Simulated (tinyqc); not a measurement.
# MOSFET in saturation, small-signal circuit and noise: effect of the finger width on speed and noise

Bias by the inversion coefficient IC = I/Ispec (charge-based model with velocity saturation; weak inversion below 0.1, strong above 10). Common-source circuit: gm, gds, Cgs, Cgd and Cj at the inner nodes, Rg in series with the gate; quasi-static, no source or drain resistance, no gate-body capacitance, no substrate network, no induced gate noise, so fmax is an upper estimate.

Ispec = 2 n mu Cox (W/L) Vt^2, lc = Ls/L, gms = [sqrt((lc IC + 1)^2 + 4 IC) - 1]/[2 + lc (lc IC + 1)], gm = gms Ispec/(n Vt), gds = sg gm. qs = [sqrt(1 + 4 IC) - 1]/2, Cgs = Cox W L qs (2 qs + 3)/(3 (qs + 1)^2) + Cov W, Cgd = Cov W, Cd = Cj W, Rg = Rsh (Wf/L)/(12 Nf) + Rc/W with Nf = W/Wf fingers (not rounded) contacted at both ends. fT = gm/(2 pi (Cgs + Cgd)), fmax = fT/(2 sqrt(Rg (gds + 2 pi fT Cgd))). Channel noise Sid = 4 kB T gam n gm with gam = (1/2 + (2/3) qs)/(1 + qs) + gw lc IC, qs = [sqrt(1 + 4 IC) - 1]/2, lc = Ls/L (the last term an empirical rise with velocity saturation); at the gate, white noise Sw = Sid/gm^2 + 4 kB T Rg. Number fluctuation with correlated mobility: S(f) = K/f, K = q^2 Vt lt Nt/(W L Cox^2) (1 + ac mu Cox I/gm)^2, Vt in eV with Nt per eV. Corner fc = K/Sw. IC is held fixed.

Inputs (values chosen for the exercise):
```
symbol,value,unit,meaning
T,300,K,temperature
L,90,nm,gate length
W,80,um,total gate width
Cox,0.85,uF/cm^2,gate capacitance
mu,180,cm^2/(V s),mobility
n,1.15,,slope factor
Ls,25,nm,velocity-saturation length
sg,0.063,,ratio gds/gm
Cov,0.27,fF/um,overlap and fringe capacitance per side
Cj,0.48,fF/um,drain junction capacitance
Rsh,10,ohm,sheet resistance of the gate
Rc,200,ohm um,gate contact and vertical resistance
IC,0.42,,inversion coefficient
gw,0.12,,short-channel excess of the noise factor
Nt,3.4e17,cm^-3 eV^-1,oxide trap density
lt,0.1,nm,tunnelling length into the oxide
ac,3000,V s/C,Coulomb scattering coefficient
```

Constants: q = 1.602176634e-19 C, kB = 1.380649e-23 J/K, Vt = kB T/q. Results are converted to the units shown.

The same in every row: I (uA) = 87.80; fT (GHz) = 6.063.

Results:
```
Wf (um),Rg (ohm),fmax (GHz),sqrt(Sw) (nV/Hz^0.5),fc (MHz)
0.25,2.507,61.82,2.219,9.143
0.5,2.529,61.55,2.219,9.142
2,2.963,56.87,2.220,9.129
4,4.352,46.92,2.226,9.086
8,9.907,31.10,2.246,8.921
```

Estimate the missing row, Wf = 1 um.

Computed row:
```
Wf (um),Rg (ohm),fmax (GHz),sqrt(Sw) (nV/Hz^0.5),fc (MHz)
1,2.616,60.52,2.219,9.139
```

With this row back in the table: As Wf goes from 0.25 to 8 um, fT stays at 6.06 GHz, fmax falls from 61.8 to 31.1 GHz, the white noise rises from 2.22 to 2.25 nV/Hz^0.5 and the corner falls from 9.14 to 8.92 MHz. The finger width leaves fT alone and acts through Rg, whose sheet part goes as Wf^2. In every row fmax exceeds 4 fT, where channel resistance and substrate losses, left out here, would cap it.

Computed by the program tinyqc: `OMP_NUM_THREADS=1 python tinyqc.py 2150060 2150061 out.jsonl`, one thread of a shared Intel Xeon 2.30GHz, about 0.01 s for the whole run.
